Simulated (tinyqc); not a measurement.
Inside a calculation. Method: LDA (PW92) atom on a uniform radial grid, spin-unpolarised, for Mg(2+). Computed by tinyqc, a small Python program that keeps every step. Settings: Z = 12, points = 192, R = 3.9, functional = lda,pw, mixing = 0.2, iteration cap = 65. Command: `OMP_NUM_THREADS=1 python tinyqc.py 29974 29975 out.jsonl` (the two numbers bound the seeds that draw the settings). One thread of a shared host (Intel(R) Xeon(R) Processor @ 2.60GHz), about 1 s of CPU time with the checks.

Spherical atom on a uniform radial grid r_j = j h with h = R/(N + 1), h sum u^2 = 1 and integrals as h times sums, u(0) = u(R) = 0 (atomic units):
```
parameter           value
Z                      12
points N              192
R                3.900000
h                0.020207
mixing           0.200000
electrons in 1s         2
electrons in 2s         2
electrons in 2p         6
```

Three-point differences turn -u''/2 + [l(l+1)/2r^2 - Z/r + V] u = e u into a tridiagonal matrix (diagonal 1/h^2 + potential, off-diagonal -1/2h^2). D = sum f u^2; the Hartree potential y/r solves y'' = -D/r with y(0) = 0, y(R) = N_e; v_xc comes from rho = D/(4 pi r^2); E = sum f e - int D V + int D (V_H/2 + eps_xc); V(new) = V + mixing (V_H + v_xc - V).

Stop when input and output potentials agree to 1e-7.

Course of the cycle (hartree):
```
iteration              E       e(1s)       e(2s)       e(2p)  largest |V(out) - V(in)|
1          -179.86911239  -70.971619  -17.934332  -18.022249                  3.82e+01
2          -185.92929309  -64.468148  -14.331004  -13.976179                  2.88e+01
3          -189.96654342  -59.567442  -11.641683  -10.989360                  2.15e+01
4          -192.55825042  -55.902060   -9.634545   -8.787859                  1.60e+01
5          -194.15648634  -53.181715   -8.136387   -7.166250                  1.18e+01
6          -195.10133045  -51.177905   -7.017873   -5.971499                  8.62e+00
7          -195.63652044  -49.711924   -6.182395   -5.090253                  6.28e+00
8          -195.92736115  -48.645354   -5.557751   -4.438954                  4.57e+00
9          -196.07949964  -47.872310   -5.089994   -3.956229                  3.32e+00
10         -196.15650383  -47.312953   -4.738877   -3.597132                  2.41e+00
11         -196.19447174  -46.907988   -4.474454   -3.328819                  1.76e+00
...                  ...         ...         ...         ...                       ...
55         -196.23006879  -45.755533   -3.603337   -2.463110                  4.39e-05
56         -196.23006879  -45.755526   -3.603331   -2.463104                  3.50e-05
57         -196.23006879  -45.755520   -3.603326   -2.463099                  2.79e-05
58         -196.23006879  -45.755516   -3.603322   -2.463095                  2.23e-05
59         -196.23006879  -45.755512   -3.603318   -2.463092                  1.78e-05
60         -196.23006879  -45.755509   -3.603316   -2.463090                  1.42e-05
61         -196.23006879  -45.755507   -3.603314   -2.463088                  1.13e-05
62         -196.23006879  -45.755505   -3.603312   -2.463086                  9.00e-06
63         -196.23006879  -45.755503   -3.603311   -2.463085                  7.18e-06
64         -196.23006879  -45.755502   -3.603310   -2.463084                  5.72e-06
65         -196.23006879  -45.755501   -3.603309   -2.463083                  4.56e-06
```

Can the last value be used, and what does the course show?

Not by the stop rule, although the second column moves by less than 1e-07 over the last three steps; and the uniform grid itself carries an error of order h^2 at the cusp, far above the threshold. Not converged within 65 iterations: the residual falls steadily but slowly, by a factor of about 0.80 a step. Reruns (cap 100 unless said): mixing 0.3: converged in 52; mixing 0.6: converged in 21; the original settings with a cap of 400: converged in 82. Even converged, this uniform grid resolves the cusp poorly and misses the energy of the atom.
